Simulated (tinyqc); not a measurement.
What each parameter does: valley splitting of a silicon quantum well in envelope theory.

The well lies at 0 < z < L; U(z) = V0 [1/(1 + exp(z/w)) + 1/(1 + exp((L - z)/w))] - e F z, 1 mV/nm = 1e-4 eV/angstrom. The envelope psi solves -(c/ml) psi'' + U psi = E psi, c = hbar^2/2m0, by three-point differences on a grid of 0.1 angstrom from -40 to L + 40 angstrom. The two valleys at +/- k0 couple through D = C0 times the integral of exp(-i q z) U(z) psi^2, q = 2 k0 (2 pi/a), and split by Ev = 2|D|.

Random alloy: with Y(z) = Yw + (Yb - Yw) B(z), B the bracket in U, and in-plane density exp(-r^2/ad^2)/(pi ad^2), D gains a random complex part of variance sigma^2 = (C0^2/pi)(a^2 V0/(8 ad (Yb - Yw)))^2 (4/a) times the integral of psi^4 Y (1 - Y). Alone it gives a mean splitting sqrt(pi) sigma; together with the smooth part the rms splitting is 2 sqrt(|D|^2 + sigma^2).

Constants: hbar^2/2m0 = 3.80998211 eV angstrom^2.

Parameters, chosen for this exercise (near those of a strained Si well in SiGe; not measured data):
```
symbol  value  unit      meaning
L       88     angstrom  well width
V0      0.21   eV        conduction offset
ml      0.933  m0        mass along z
w       0.9    angstrom  interface width parameter
F       13.5   mV/nm     field pressing towards the upper interface
k0      0.85   2 pi/a    valley position
a       5.431  angstrom  lattice constant
C0      0.261            Bloch overlap factor
Yb      0.32             Ge share of the barrier
Yw      0.05             Ge share of the well
ad      110    angstrom  dot radius
```

Orbital spacing, psi^2 at z = L, the smooth splitting and sigma; V0 is held fixed when Yw changes.

One parameter was then changed.

Results before and after:
```
case,E2 - E1 (meV),psi^2(L) (1e-3/angstrom),2|D| (micro-eV),sigma (micro-eV)
base,33.88,5.791,16.17,121.8
changed,33.88,5.791,16.17,89.3
```

Which of these changes was made? (a) w = 0.63 angstrom; (b) L = 94 angstrom; (c) ad = 150 angstrom; (d) Yw = 0.08; (e) C0 = 0.313; (f) V0 = 0.263 eV; (g) k0 = 0.83 2 pi/a; (h) F = 20.25 mV/nm.

Answer: (c) ad = 150 angstrom. Of the candidates, run in turn, only this one gives the changed row.

All candidates:
```
case,E2 - E1 (meV),psi^2(L) (1e-3/angstrom),2|D| (micro-eV),sigma (micro-eV)
base,33.88,5.791,16.17,121.8
ad = 150 angstrom,33.88,5.791,16.17,89.3
Yw = 0.08,33.88,5.791,16.17,170.1
L = 94 angstrom,33.86,5.791,16.19,121.8
V0 = 0.263 eV,33.97,4.475,16.18,152.5
w = 0.63 angstrom,33.92,6.074,58.49,121.8
F = 20.25 mV/nm,44.08,8.806,24.73,130.6
k0 = 0.83 2 pi/a,33.88,5.791,18.44,121.8
C0 = 0.313,33.88,5.791,19.39,146.1
```

Computed by tinyqc, a small Python program: `OMP_NUM_THREADS=1 python tinyqc.py 1281222 1281223 out.jsonl` (the numbers bound the seed that draws the inputs); one thread of a shared host (Intel(R) Xeon(R) Processor @ 2.30GHz), about 0.07 s for the whole set of steps.
